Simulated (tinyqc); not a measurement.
Inside a calculation. Method: Hartree-Fock atom on a uniform radial grid, spin-unpolarised, for He. Computed by tinyqc, a small Python program that keeps every step. Settings: Z = 2, points = 64, R = 8.6, functional = hf2, mixing = 0.6, iteration cap = 55. Command: `OMP_NUM_THREADS=1 python tinyqc.py 26496 26497 out.jsonl` (the two numbers bound the seeds that draw the settings). One thread of a shared host (Intel(R) Xeon(R) Processor @ 2.60GHz), about 0.01 s of CPU time with the checks. Later iterations appear only in the table of the cycle.

## Iteration 1

Spherical atom on a uniform radial grid r_j = j h with h = R/(N + 1), h sum u^2 = 1 and integrals as h times sums, u(0) = u(R) = 0 (atomic units):
```
parameter,value
Z,2
points N,64
R,8.600000
h,0.132308
mixing,0.600000
electrons in 1s,2
```

Three-point differences turn -u''/2 + [l(l+1)/2r^2 - Z/r + V] u = e u into a tridiagonal matrix (diagonal 1/h^2 + potential, off-diagonal -1/2h^2). D = sum f u^2; the Hartree potential y/r solves y'' = -D/r with y(0) = 0, y(R) = N_e; for two electrons in one orbital exchange is -V_H/2 (Hartree-Fock); E = sum f e - int D V + int D (V_H/2 + eps_xc); V(new) = V + mixing (V_H + v_xc - V).

eigenvalues (hartree): 1s -1.9662

Every 4th grid point:
```
r,V in,u(1s),D,V_H,v_xc
0.5292,0.0000,1.0337,2.1370,2.8362,-1.4181
1.0585,0.0000,0.7260,1.0542,1.8020,-0.9010
1.5877,0.0000,0.3824,0.2925,1.2501,-0.6250
2.1169,0.0000,0.1791,0.0641,0.9437,-0.4718
2.6462,0.0000,0.0786,0.0124,0.7557,-0.3778
3.1754,0.0000,0.0331,0.0022,0.6298,-0.3149
3.7046,0.0000,0.0136,3.68e-04,0.5399,-0.2699
4.2338,0.0000,0.0054,5.93e-05,0.4724,-0.2362
4.7631,0.0000,0.0022,9.26e-06,0.4199,-0.2099
5.2923,0.0000,0.0008,1.41e-06,0.3779,-0.1890
5.8215,0.0000,3.24e-04,2.10e-07,0.3436,-0.1718
6.3508,0.0000,1.24e-04,3.09e-08,0.3149,-0.1575
6.8800,0.0000,4.72e-05,4.45e-09,0.2907,-0.1453
7.4092,0.0000,1.77e-05,6.23e-10,0.2699,-0.1350
7.9385,0.0000,6.15e-06,7.55e-11,0.2519,-0.1260
8.4677,0.0000,9.78e-07,0,0.2362,-0.1181
```

total energy = -2.691253 hartree

## Iteration 2

As before.

eigenvalues (hartree): 1s -1.2451

Every 4th grid point:
```
r,V in,u(1s),D,V_H,v_xc
0.5292,0.8508,0.9581,1.8359,2.6251,-1.3126
1.0585,0.5406,0.7600,1.1551,1.7458,-0.8729
1.5877,0.3750,0.4683,0.4386,1.2376,-0.6188
2.1169,0.2831,0.2610,0.1362,0.9411,-0.4706
2.6462,0.2267,0.1376,0.0379,0.7552,-0.3776
3.1754,0.1889,0.0701,0.0098,0.6297,-0.3149
3.7046,0.1620,0.0348,0.0024,0.5398,-0.2699
4.2338,0.1417,0.0170,0.0006,0.4724,-0.2362
4.7631,0.1260,0.0082,1.34e-04,0.4199,-0.2099
5.2923,0.1134,0.0039,3.05e-05,0.3779,-0.1890
5.8215,0.1031,0.0018,6.80e-06,0.3436,-0.1718
6.3508,0.0945,0.0009,1.49e-06,0.3149,-0.1575
6.8800,0.0872,4.00e-04,3.20e-07,0.2907,-0.1453
7.4092,0.0810,1.81e-04,6.56e-08,0.2699,-0.1350
7.9385,0.0756,7.38e-05,1.09e-08,0.2519,-0.1260
8.4677,0.0709,1.28e-05,3.26e-10,0.2362,-0.1181
```

total energy = -2.794478 hartree

## Convergence

Stop when input and output potentials agree to 1e-7.

Course of the cycle (hartree):
```
iteration,E,e(1s),largest |V(out) - V(in)|
1,-2.691253,-1.9662,1.93e+00
2,-2.794478,-1.2451,5.62e-01
3,-2.804886,-1.0137,1.55e-01
4,-2.805628,-0.9378,4.78e-02
5,-2.805678,-0.9118,1.72e-02
6,-2.805682,-0.9024,6.46e-03
7,-2.805682,-0.8989,2.49e-03
8,-2.805682,-0.8976,9.69e-04
9,-2.805682,-0.8971,3.80e-04
10,-2.805682,-0.8969,1.49e-04
11,-2.805682,-0.8968,5.88e-05
12,-2.805682,-0.8968,2.32e-05
13,-2.805682,-0.8968,9.14e-06
14,-2.805682,-0.8968,3.61e-06
15,-2.805682,-0.8968,1.42e-06
16,-2.805682,-0.8968,5.63e-07
17,-2.805682,-0.8968,2.23e-07
18,-2.805682,-0.8968,8.82e-08
```

Converged in 18 iterations. A uniform grid resolves the cusp poorly: for a bare nucleus this grid gives 1s at -1.96616 against -Z^2/2 = -2 hartree. Before convergence this energy mixes input and output and is not variational, so it may rise towards its limit.
